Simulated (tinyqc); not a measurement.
Floating body of a partially depleted SOI transistor: body voltage and kink: two steps of the calculation.

Source at 0 V. Channel current Ic = 2 nf K Vt^2 [F(0) - F(Vd)](1 + la Vd), F(V) = ln^2(1 + exp((Vg - VT - nf V)/(2 nf Vt))), VT = VT0 - gb Vb. Saturation voltage Vs = 2 Vt sqrt(F(0)) + 3 Vt, excess Ve = (Vd - Vs + sqrt((Vd - Vs)^2 + 0.0004 V^2))/2, multiplication M1 = Ai Ve exp(-Bl/Ve). Each junction passes D(v) = J1 (exp(v/Vt) - 1) + J2 (exp(v/(2 Vt)) - 1). Bipolar current Ib = bb J1 (exp(Vb/Vt) - 1). The body settles where M1 (Ic + Ib) = D(Vb) + D(Vb - Vd) + Vb/Rb; drain current Id = (1 + M1)(Ic + Ib) - D(Vb - Vd).

Values chosen for this exercise; values of the order met in partially depleted silicon-on-insulator transistors: temperature T = 300 K; threshold at zero body voltage VT0 = 0.47 V; fall of the threshold per volt of body voltage gb = 0.31; slope factor nf = 1.44; gain factor per width K = 260 uA/(V^2 um); channel-length modulation factor la = 0.06 1/V; impact-ionisation prefactor Ai = 3.6 1/V; impact-ionisation voltage Bl = 7.4 V; diffusion saturation current of each junction J1 = 4e-12 uA/um; recombination saturation current of each junction J2 = 2.7e-9 uA/um; gain of the lateral bipolar transistor on the diffusion current bb = 1; resistance of a weak body tie to the source (1e9 stands for no tie, and the term is then dropped) Rb = 9000 kohm um; gate voltage Vg = 1.06 V; drain voltage Vd = 1.9 V.

Constants: q = 1.602176634e-19 C, kB = 1.380649e-23 J/K, Vt = kB T/q. Results are converted to the units shown.

Question 1. New Vb. Current into the body I_in = M1 (Ic + Ib) - D(Vb - Vd), current out I_out = D(Vb) + Vb/Rb; f = ln(I_in/I_out), s = df/dVb by central differences over 1e-5 V, Vb(new) = Vb - f/s.

Vb after iteration 1 = 0.74317328 V

Wanted: Ic; Ve; M1; I_in; I_out; f; s; Vb after iteration 2.

Answer 1.

Ic = 67.686 uA/um
Ve = 1.2528 V
M1 = 0.012273
I_in = 0.98057 uA/um
I_out = 12.300 uA/um
f = -2.5292
s = -33.057 1/V
Vb after iteration 2 = 0.66666 V

Question 2. Drain current with floating and with grounded body. Id and VT at the converged Vb, Id at Vb = 0, their ratio, and the bipolar share Ib/(Ic + Ib).

converged Vb = 0.67237244 V

Find: VT; Id, floating; Id, grounded; ratio; bipolar share.

Answer 2.

VT = 0.26156 V
Id, floating = 65.768 uA/um
Id, grounded = 35.957 uA/um
ratio = 1.8291
bipolar share = 1.2166 %

The body rises to 0.672 V and lowers the threshold by 208 mV.

Range of the model: The multiplication law is an empirical form chosen for the exercise; self-heating and capacitive coupling to the body are left out, and the linear laws are rough once Vb passes about 0.7 V or M1 about 0.1.

tinyqc, about 0.2 s, one thread, Intel Xeon 2.30GHz (shared host): `OMP_NUM_THREADS=1 python tinyqc.py 2182193 2182194 out.jsonl`
